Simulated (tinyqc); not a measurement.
## Frequency dispersion of an accumulation capacitance by border traps, distributed model: capacitance and loss against frequency

Traps spread evenly through the insulator exchange electrons with the semiconductor by tunnelling, with tau(x) = t0 exp(2 ka x) at depth x from the interface. The admittance per area Y seen at depth x obeys dY/dx = -Y^2/(i w eps0 eox) + q Nb ln(1 + i w tau)/tau, with Y(0) = i w Cs and w = 2 pi f; the gate sees Y(tox) = G + i w C. Working variable y = Y/(i w), in uF/cm^2. Cox = eps0 eox/tox.

Cox; trap-free value 1/(1/Cox + 1/Cs); response depth d = ln(1/(w t0))/(2 ka), where w tau = 1; lumped estimate: all traps within d act as C_bt = q Nb d placed at d/2, so C = 1/{1/[1/(1/Cs + d/(2 eps0 eox)) + C_bt] + (tox - d/2)/(eps0 eox)}. C and G from a fine integration; dispersion -d C/d log10 f over C, from f times and over 1.1. For a broad spread of time constants G/w is close to -(pi/2) dC/d ln w.

Inputs (values chosen for the exercise); permittivity close to that of zirconium oxide:

| symbol | value | unit | meaning |
|---|---|---|---|
| eox | 22.9 |  | relative permittivity of the insulator |
| tox | 3.8 | nm | insulator thickness |
| Cs | 2.1 | uF/cm^2 | semiconductor capacitance in accumulation |
| Nb | 1.4e19 | cm^-3 eV^-1 | density of border traps |
| ka | 3.7 | 1/nm | decay constant of the wave function in the insulator |
| t0 | 8e-11 | s | time constant of a trap at the interface |

Constants: q = 1.602176634e-19 C, eps0 = 8.8541878128e-14 F/cm where lengths are in cm. Results are converted to the units shown.

The same in every row: trap-free C (uF/cm^2) = 1.507.

Results:

| f (Hz) | d (nm) | C (uF/cm^2) | G/w (uF/cm^2) | dispersion (% a decade) | -(pi/2) dC/d ln w (uF/cm^2) | lumped C (uF/cm^2) |
|---|---|---|---|---|---|---|
| 10 | 2.582 | 1.900 | 0.03845 | 2.966 | 0.03845 | 1.869 |
| 100 | 2.271 | 1.846 | 0.03634 | 2.884 | 0.03631 | 1.818 |
| 10000 | 1.649 | 1.745 | 0.03256 | 2.734 | 0.03254 | 1.722 |
| 1e5 | 1.338 | 1.698 | 0.03090 | 2.665 | 0.03088 | 1.677 |
| 1e6 | 1.026 | 1.654 | 0.02935 | 2.600 | 0.02934 | 1.635 |
| 1e7 | 0.7153 | 1.612 | 0.02790 | 2.538 | 0.02792 | 1.594 |

Estimate the missing row, f = 1000 Hz.

Computed row:

| f (Hz) | d (nm) | C (uF/cm^2) | G/w (uF/cm^2) | dispersion (% a decade) | -(pi/2) dC/d ln w (uF/cm^2) | lumped C (uF/cm^2) |
|---|---|---|---|---|---|---|
| 1000 | 1.960 | 1.794 | 0.03437 | 2.807 | 0.03435 | 1.769 |

With this row back in the table: C falls from 1.900 to 1.612 uF/cm^2, towards the trap-free 1.507; each decade of frequency removes ln 10/(2 ka) = 0.311 nm from the response depth. The dispersion falls from 2.97 to 2.54 % a decade and G/w falls from 0.0384 to 0.0279 uF/cm^2. G/w lies between 0.999 and 1.00 times -(pi/2) dC/d ln w, the relation for a broad spread of time constants.

Computed by the program tinyqc: `OMP_NUM_THREADS=1 python tinyqc.py 2202079 2202080 out.jsonl`, one thread of a shared Intel Xeon 2.30GHz, about 0.3 s for the whole run.
